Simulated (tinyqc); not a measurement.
Worked calculation: plasmons of a degenerate electron gas in the random-phase approximation. Values are carried at full precision from step to step, so a last printed digit may differ when a step is redone from the rounded ones.

Zero temperature, parabolic band: kF = (3 pi^2 n)^(1/3), EF = c kF^2/m, Ep^2 = 8 pi c e2 n/(m eb), qTF^2 = 6 pi e2 n/(eb EF), c = hbar^2/2m0, e2 = e^2/(4 pi eps0), n in 1/angstrom^3 (1e-24 per 1/cm^3).

Constants: hbar^2/2m0 = 3.80998211 eV angstrom^2; e^2/(4 pi eps0) = 14.39964547 eV angstrom; a0 (Bohr radius) = 0.5291772105 angstrom.

Values chosen for the exercise (a free-electron density near that of Al; not measured data):
- n = 1.85e+23 1/cm^3 (electron density)
- m = 1 m0 (mass)
- eb = 1 (background dielectric constant)
- q = 0.631 1/angstrom (wave vector)
- E = 7.76 eV (energy transfer)
- qp = 0.546 1/angstrom (wave vector of the plasmon)

## Scales of the gas

Also rs = (3/(4 pi n))^(1/3) m/(a0 eb).

kF = 1.7628 1/angstrom
EF = 11.839 eV
Ep = 15.971 eV
qTF = 2.0595 1/angstrom
hbar vF = 13.432 eV angstrom
rs = 2.057

Ep/EF = 1.349. With rs above 1 exchange and correlation, left out here, lower the dispersion noticeably.

## The dielectric function at one point

Lindhard function: eps(q, E)/eb = 1 + (qTF/q)^2 (f1 + i f2) with z = q/(2 kF), u = E/(hbar vF q), hbar vF = 2 c kF/m; f1 = 1/2 + [h(z - u) + h(z + u)]/(8 z), h(x) = (1 - x^2) ln|(x + 1)/(x - 1)|; f2 = pi u/2 for z + u < 1, (pi/(8 z))(1 - (z - u)^2) for |z - u| < 1 < z + u, else 0. Pairs exist for c (q^2 - 2 q kF)/m < E < c (q^2 + 2 q kF)/m.

Give also the loss function Im(-eb/eps).

z, u: 0.1790  0.9155

f1, f2: -0.5309  1.0037

eps/eb = -4.656+10.692i
loss function = 0.079

The point lies inside the pair continuum, so eps has an imaginary part.

## The plasmon at one wave vector

Solve f1 (qTF/q)^2 = -1 above the continuum, and compare with E^2 = Ep^2 + (3/5)(hbar vF q)^2 + (c q^2/m)^2.

top of the continuum = 8.470 eV
plasmon energy = 17.02 eV
short formula = 16.99 eV

The plasmon lies 8.549 eV above the continuum and 6.6 % above Ep; the short formula errs by -0.17 %.

## Where Landau damping starts

Find qc at which the plasmon meets the top of the continuum, eps(qc, c (qc^2 + 2 qc kF)/m) = 0, and compare with Ep/(hbar vF).

qc = 1.299 1/angstrom
qc/kF = 0.737
energy there = 23.88 eV
Ep/(hbar vF) = 1.189 1/angstrom

The simple estimate is 0.915 times qc.

## Checks

- F-sum of the loss function at q = 1.3 qc over (pi/2) Ep^2 against 1: both 1.00.
- f1 at E = 0 and z = 0.6 against the static Lindhard function: both 0.86968.

(tinyqc, `OMP_NUM_THREADS=1 python tinyqc.py 1650759 1650760 out.jsonl`, Intel(R) Xeon(R) Processor @ 2.30GHz, 1 thread, shared host, about 0.01 s.)
